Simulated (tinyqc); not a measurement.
Worked calculation: Hueckel theory of the pi electrons, for the molecule Clc1ccccc1 (SMILES; centres numbered as the heavy atoms are written). One step of it, computed by the program tinyqc.

Problem. Orbitals. Diagonalise; E = alpha + x beta with beta < 0, so the largest x are filled first; degenerate levels share their electrons. P = sum n_i c_ri c_si; each orbital has its largest coefficient positive (the first on a tie).

Hueckel matrix in units of beta (H = alpha + beta A), lower triangle:
```
          1Cl        2C        3C        4C        5C        6C        7C
1Cl  2.000000
2C   0.400000  0.000000
3C   0.000000  1.000000  0.000000
4C   0.000000  0.000000  1.000000  0.000000
5C   0.000000  0.000000  0.000000  1.000000  0.000000
6C   0.000000  0.000000  0.000000  0.000000  1.000000  0.000000
7C   0.000000  1.000000  0.000000  0.000000  0.000000  1.000000  0.000000
```

pi electrons, sum of z_r less the charge = 8

Give: x values; occupations; coefficients; charge and bond-order matrix P.

Solution.

x values: 2.2005  1.8743  1.0000  0.9497  -1.0000  -1.0177  -2.0068

occupations: 2.0000  2.0000  2.0000  2.0000  0.0000  0.0000  0.0000

coefficients:
```
        MO1      MO2      MO3      MO4      MO5      MO6      MO7
1Cl  0.7653   0.6013   0.0000   0.2124   0.0000  -0.0765  -0.0415
2C   0.3835  -0.1890   0.0000  -0.5578   0.0000   0.5771   0.4159
3C   0.2689  -0.2974   0.5000  -0.3074   0.5000  -0.2784  -0.4090
4C   0.2082  -0.3684   0.5000   0.2659  -0.5000  -0.2938   0.4049
5C   0.1893  -0.3931   0.0000   0.5599   0.0000   0.5774  -0.4035
6C   0.2082  -0.3684  -0.5000   0.2659   0.5000  -0.2938   0.4049
7C   0.2689  -0.2974  -0.5000  -0.3074  -0.5000  -0.2784  -0.4090
```

charge and bond-order matrix P, lower triangle:
```
         1Cl       2C       3C       4C       5C      6C      7C
1Cl   1.9848
2C    0.1228   0.9879
3C   -0.0766   0.6616   1.0104
4C   -0.0113   0.0024   0.6676   0.9995
5C    0.0548  -0.3308  -0.0086   0.6661   1.0075
6C   -0.0113   0.0024  -0.3324  -0.0005   0.6661  0.9995
7C   -0.0766   0.6616   0.0104  -0.3324  -0.0086  0.6676  1.0104
```
